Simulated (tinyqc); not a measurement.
MP2 on RHF in the sto-6g basis, frozen core, for BeH+, spin multiplicity 1, step by step. Computed by tinyqc, a small Python program that keeps every step (integrals from PySCF). Settings: charge = 1, multiplicity = 1, basis = sto-6g, method = RHF, frozen orbitals = 1, energy threshold = 1e-10, iteration cap = 79, orthogonalisation = symmetric, start = core, DIIS depth = 6. Command: `OMP_NUM_THREADS=1 python tinyqc.py 20188 20189 out.jsonl` (the two numbers bound the seeds that draw the settings). One thread of a shared host (Intel(R) Xeon(R) Processor @ 2.60GHz), about 0.2 s of CPU time with the checks. The early iterations of the SCF are left out here.

## One-electron integrals

Geometry (angstrom):

| atom | x | y | z |
|---|---|---|---|
| Be | 0.00000 | 0.00000 | 0.00000 |
| H | 0.00000 | 0.00000 | 1.26500 |

Basis sto-6g: exponents (1/bohr^2) and contraction coefficients of normalised primitives:

| element | l (shell) | exponent | coefficient |
|---|---|---|---|
| Be | s (1) | 312.87049 | 0.00916 |
| Be | s (1) | 57.36446 | 0.04936 |
| Be | s (1) | 16.04851 | 0.16854 |
| Be | s (1) | 5.51310 | 0.37056 |
| Be | s (1) | 2.14090 | 0.41649 |
| Be | s (1) | 0.88174 | 0.13033 |
| Be | s (2) | 13.63325 | -0.01325 |
| Be | s (2) | 2.69838 | -0.04699 |
| Be | s (2) | 0.83865 | -0.03379 |
| Be | s (2) | 0.32266 | 0.25024 |
| Be | s (2) | 0.14013 | 0.59512 |
| Be | s (2) | 0.06423 | 0.24071 |
| Be | p (3) | 13.63325 | 0.00376 |
| Be | p (3) | 2.69838 | 0.03768 |
| Be | p (3) | 0.83865 | 0.17390 |
| Be | p (3) | 0.32266 | 0.41804 |
| Be | p (3) | 0.14013 | 0.42586 |
| Be | p (3) | 0.06423 | 0.10171 |
| H | s (1) | 35.52322 | 0.00916 |
| H | s (1) | 6.51314 | 0.04936 |
| H | s (1) | 1.82214 | 0.16854 |
| H | s (1) | 0.62596 | 0.37056 |
| H | s (1) | 0.24308 | 0.41649 |
| H | s (1) | 0.10011 | 0.13033 |

Overlap, kinetic and nuclear-attraction integrals over the contracted functions; the nuclear repulsion is the sum of Za Zb / Rab.

nuclear repulsion = 1.6732876 hartree

overlap S:
```
          1Be 1s   1Be 2s  1Be 2px  1Be 2py  1Be 2pz    2H 1s
1Be 1s   1.00000  0.25476  0.00000  0.00000  0.00000  0.08501
1Be 2s   0.25476  1.00000  0.00000  0.00000  0.00000  0.49115
1Be 2px  0.00000  0.00000  1.00000  0.00000  0.00000  0.00000
1Be 2py  0.00000  0.00000  0.00000  1.00000  0.00000  0.00000
1Be 2pz  0.00000  0.00000  0.00000  0.00000  1.00000  0.54496
2H 1s    0.08501  0.49115  0.00000  0.00000  0.54496  1.00000
```

kinetic energy T (hartree):
```
           1Be 1s    1Be 2s  1Be 2px  1Be 2py  1Be 2pz     2H 1s
1Be 1s    6.76875  -0.20738  0.00000  0.00000  0.00000  -0.01312
1Be 2s   -0.20738   0.22012  0.00000  0.00000  0.00000   0.08092
1Be 2px   0.00000   0.00000  0.66127  0.00000  0.00000   0.00000
1Be 2py   0.00000   0.00000  0.00000  0.66127  0.00000   0.00000
1Be 2pz   0.00000   0.00000  0.00000  0.00000  0.66127   0.21823
2H 1s    -0.01312   0.08092  0.00000  0.00000  0.21823   0.76852
```

nuclear attraction V (hartree):
```
            1Be 1s    1Be 2s   1Be 2px   1Be 2py   1Be 2pz     2H 1s
1Be 1s   -15.13311  -1.75729   0.00000   0.00000  -0.02124  -0.65440
1Be 2s    -1.75729  -2.68483   0.00000   0.00000  -0.15724  -1.37297
1Be 2px    0.00000   0.00000  -2.64327   0.00000   0.00000   0.00000
1Be 2py    0.00000   0.00000   0.00000  -2.64327   0.00000   0.00000
1Be 2pz   -0.02124  -0.15724   0.00000   0.00000  -2.76764  -1.52009
2H 1s     -0.65440  -1.37297   0.00000   0.00000  -1.52009  -2.89518
```

core Hamiltonian H = T + V (hartree):
```
           1Be 1s    1Be 2s   1Be 2px   1Be 2py   1Be 2pz     2H 1s
1Be 1s   -8.36436  -1.96467   0.00000   0.00000  -0.02124  -0.66752
1Be 2s   -1.96467  -2.46471   0.00000   0.00000  -0.15724  -1.29205
1Be 2px   0.00000   0.00000  -1.98200   0.00000   0.00000   0.00000
1Be 2py   0.00000   0.00000   0.00000  -1.98200   0.00000   0.00000
1Be 2pz  -0.02124  -0.15724   0.00000   0.00000  -2.10637  -1.30185
2H 1s    -0.66752  -1.29205   0.00000   0.00000  -1.30185  -2.12666
```

## Two-electron integrals

Functions are numbered as in S; the eight-fold symmetry (ij|kl) = (ji|kl) = (kl|ij) leaves the list below.

Two-electron integrals (ij|kl) in chemists' order, unique and non-zero (hartree):
```
(11|11) 2.30000   (21|11) 0.36188   (21|21) 0.07193   (22|11) 0.57033
(22|21) 0.13965   (22|22) 0.41777   (31|31) 0.01525   (32|31) 0.02255
(32|32) 0.09234   (33|11) 0.57033   (33|21) 0.13965   (33|22) 0.41777
(33|33) 0.45012   (41|41) 0.01525   (42|41) 0.02255   (42|42) 0.09234
(43|43) 0.02426   (44|11) 0.57033   (44|21) 0.13965   (44|22) 0.41777
(44|33) 0.40160   (44|44) 0.45012   (51|51) 0.01525   (52|51) 0.02255
(52|52) 0.09234   (53|53) 0.02426   (54|54) 0.02426   (55|11) 0.57033
(55|21) 0.13965   (55|22) 0.41777   (55|33) 0.40160   (55|44) 0.40160
(55|55) 0.45012   (61|11) 0.12540   (61|21) 0.02413   (61|22) 0.04642
(61|33) 0.04604   (61|44) 0.04604   (61|51) 0.00237   (61|52) 0.00451
(61|55) 0.04718   (61|61) 0.00856   (62|11) 0.24901   (62|21) 0.06163
(62|22) 0.19497   (62|33) 0.18825   (62|44) 0.18825   (62|51) 0.00862
(62|52) 0.04691   (62|55) 0.20842   (62|61) 0.02263   (62|62) 0.12636
(63|31) 0.00657   (63|32) 0.02827   (63|53) 0.00859   (63|63) 0.01309
(64|41) 0.00657   (64|42) 0.02827   (64|54) 0.00859   (64|64) 0.01309
(65|11) 0.25104   (65|21) 0.06304   (65|22) 0.20876   (65|33) 0.19660
(65|44) 0.19660   (65|51) 0.01417   (65|52) 0.07378   (65|55) 0.23308
(65|61) 0.02450   (65|62) 0.15511   (65|65) 0.19893   (66|11) 0.41307
(66|21) 0.10441   (66|22) 0.36409   (66|33) 0.33801   (66|44) 0.33801
(66|51) 0.01886   (66|52) 0.12533   (66|55) 0.41625   (66|61) 0.04002
(66|62) 0.28888   (66|65) 0.37910   (66|66) 0.77500
```

## Orthogonalisation

S = U s U^T; symmetric (Loewdin) form X = U s^(-1/2) U^T, so that X^T S X = 1.

eigenvalues of S: 0.26090  0.79627  1.00000  1.00000  1.16446  1.77837

X:
```
           1Be 1s    1Be 2s  1Be 2px  1Be 2py   1Be 2pz     2H 1s
1Be 1s    1.02627  -0.14108  0.00000  0.00000  -0.00897   0.01389
1Be 2s   -0.14108   1.18624  0.00000  0.00000   0.17594  -0.39915
1Be 2px   0.00000   0.00000  1.00000  0.00000   0.00000   0.00000
1Be 2py   0.00000   0.00000  0.00000  1.00000   0.00000   0.00000
1Be 2pz  -0.00897   0.17594  0.00000  0.00000   1.19266  -0.43822
2H 1s     0.01389  -0.39915  0.00000  0.00000  -0.43822   1.34983
```

## Iteration 7 (converged): orbitals

converged F (hartree):
```
           1Be 1s    1Be 2s   1Be 2px   1Be 2py   1Be 2pz     2H 1s
1Be 1s   -5.09498  -1.36945   0.00000   0.00000   0.01477  -0.45864
1Be 2s   -1.36945  -0.85221   0.00000   0.00000  -0.16138  -0.61079
1Be 2px   0.00000   0.00000  -0.15049   0.00000   0.00000   0.00000
1Be 2py   0.00000   0.00000   0.00000  -0.15049   0.00000   0.00000
1Be 2pz   0.01477  -0.16138   0.00000   0.00000  -0.35941  -0.47940
2H 1s    -0.45864  -0.61079   0.00000   0.00000  -0.47940  -0.61808
```

Diagonalise F' = X^T F X, C = X C', fill 2 alpha and 2 beta electrons from the bottom; D = 2 C_occ C_occ^T. Each column has its largest component positive (the first on a tie).

F' = X^T F X (hartree):
```
          1         2         3         4         5         6
1  -4.99800  -0.66029   0.00000   0.00000   0.02941  -0.09420
2  -0.66029  -0.42585   0.00000   0.00000   0.04049  -0.41246
3   0.00000   0.00000  -0.15049   0.00000   0.00000   0.00000
4   0.00000   0.00000   0.00000  -0.15049   0.00000   0.00000
5   0.02941   0.04049   0.00000   0.00000  -0.12875  -0.41215
6  -0.09420  -0.41246   0.00000   0.00000  -0.41215  -0.16527
```

orbital energies (hartree): MO1 -5.09620, MO2 -0.75771, MO3 -0.26756, MO4 -0.15049, MO5 -0.15049, MO6 0.40361

coefficients C:
```
              MO1       MO2       MO3      MO4       MO5       MO6
1Be 1s    0.99564  -0.18479  -0.19073  0.00000   0.00000   0.10766
1Be 2s    0.01663   0.51630   0.76852  0.00000   0.00000  -0.87171
1Be 2px   0.00000   0.00000   0.00000  0.88791  -0.46002   0.00000
1Be 2py   0.00000   0.00000   0.00000  0.46002   0.88791   0.00000
1Be 2pz  -0.00249   0.30009  -0.64112  0.00000   0.00000  -1.06978
2H 1s    -0.00010   0.50356  -0.20370  0.00000   0.00000   1.37060
```

D after iteration 7:
```
           1Be 1s    1Be 2s  1Be 2px  1Be 2py   1Be 2pz     2H 1s
1Be 1s    2.05088  -0.15769  0.00000  0.00000  -0.11587  -0.18629
1Be 2s   -0.15769   0.53369  0.00000  0.00000   0.30980   0.51997
1Be 2px   0.00000   0.00000  0.00000  0.00000   0.00000   0.00000
1Be 2py   0.00000   0.00000  0.00000  0.00000   0.00000   0.00000
1Be 2pz  -0.11587   0.30980  0.00000  0.00000   0.18013   0.30223
2H 1s    -0.18629   0.51997  0.00000  0.00000   0.30223   0.50714
```

Within a degenerate level the vectors are fixed only up to a rotation; this is one choice.

## Convergence

Stop when the energy changes by less than 1e-10 hartree and every element of the error matrix X^T (F D S - S D F) X is below 3e-06.

Course of the cycle:

| iteration | E (hartree) | change | largest element of the error matrix |
|---|---|---|---|
| 1 | -14.7471543 | - | 2.55e-01 |
| 2 | -14.8189957 | -7.18e-02 | 4.66e-02 |
| 3 | -14.8214383 | -2.44e-03 | 9.81e-03 |
| 4 | -14.8218171 | -3.79e-04 | 2.20e-03 |
| 5 | -14.8218366 | -1.96e-05 | 3.27e-05 |
| 6 | -14.8218366 | -1.86e-09 | 4.16e-06 |
| 7 | -14.8218366 | -1.41e-11 | 9.13e-09 |

PySCF RHF in the same basis = -14.8218366 hartree

Converged in 7 iterations.

## Integrals over molecular orbitals

(pq|rs) = sum C_ip C_jq C_kr C_ls (ij|kl), one index at a time.

one-electron integrals over orbitals h = C^T H C (hartree):
```
          1         2         3         4         5         6
1  -8.35708   0.16478   0.21104   0.00000   0.00000  -0.07560
2   0.16478  -2.28413   0.01232   0.00000   0.00000   0.13312
3   0.21104   0.01232  -1.97566   0.00000   0.00000  -0.01965
4   0.00000   0.00000   0.00000  -1.98200   0.00000   0.00000
5   0.00000   0.00000   0.00000   0.00000  -1.98200   0.00000
6  -0.07560   0.13312  -0.01965   0.00000   0.00000  -1.58698
```

Two-electron integrals over orbitals (pq|rs), unique and non-zero (hartree); the lowest 1 orbital is frozen and left out:
```
(22|22) 0.54979    (32|22) -0.06465   (32|32) 0.02905    (33|22) 0.32023
(33|32) 0.02533    (33|33) 0.47630    (42|42) 0.04241    (43|42) 0.03003
(43|43) 0.05290    (44|22) 0.37480    (44|32) 0.01522    (44|33) 0.40163
(44|44) 0.45012    (52|52) 0.04241    (53|52) 0.03003    (53|53) 0.05290
(54|54) 0.02426    (55|22) 0.37480    (55|32) 0.01522    (55|33) 0.40163
(55|44) 0.40160    (55|55) 0.45012    (62|22) 0.07313    (62|32) -0.04416
(62|33) -0.02792   (62|44) -0.04838   (62|55) -0.04838   (62|62) 0.12295
(63|22) -0.05613   (63|32) 0.02375    (63|33) 0.05710    (63|44) 0.01301
(63|55) 0.01301    (63|62) -0.04273   (63|63) 0.04361    (64|42) -0.03054
(64|43) -0.01631   (64|64) 0.02766    (65|52) -0.03054   (65|53) -0.01631
(65|65) 0.02766    (66|22) 0.54024    (66|32) -0.06111   (66|33) 0.35202
(66|44) 0.37967    (66|55) 0.37967    (66|62) 0.10005    (66|63) -0.05265
(66|66) 0.57370
```

## Second-order Moller-Plesset energy

Hartree-Fock energy = -14.8218366 hartree

E2 = sum_ijab (ia|jb) [2 (ia|jb) - (ib|ja)] / (e_i + e_j - e_a - e_b) over occupied i, j and virtual a, b; the opposite-spin part is (ia|jb)^2 / denominator, the rest is same-spin, and SCS-MP2 scales them by 6/5 and 1/3.

Terms:

| i | j | a | b | (ia\|jb) | (ib\|ja) | denominator | term |
|---|---|---|---|---|---|---|---|
| 2 | 2 | 6 | 6 | 0.12295 | 0.12295 | -2.32265 | -0.00651 |
| 2 | 2 | 4 | 4 | 0.04241 | 0.04241 | -1.21445 | -0.00148 |
| 2 | 2 | 5 | 5 | 0.04241 | 0.04241 | -1.21445 | -0.00148 |
| 2 | 2 | 6 | 3 | -0.04416 | -0.04416 | -1.65148 | -0.00118 |
| 2 | 2 | 3 | 6 | -0.04416 | -0.04416 | -1.65148 | -0.00118 |
| 2 | 2 | 3 | 3 | 0.02905 | 0.02905 | -0.98030 | -0.00086 |

Pair energies (hartree; pair i-j sums ij and ji):

| pair | opposite spin | same spin |
|---|---|---|
| 2-2 | -0.01269 | 0 |

MP2 correlation energy = -0.0126921 hartree

SCS-MP2 correlation energy = -0.0152305 hartree

MP2 total energy = -14.8345287 hartree
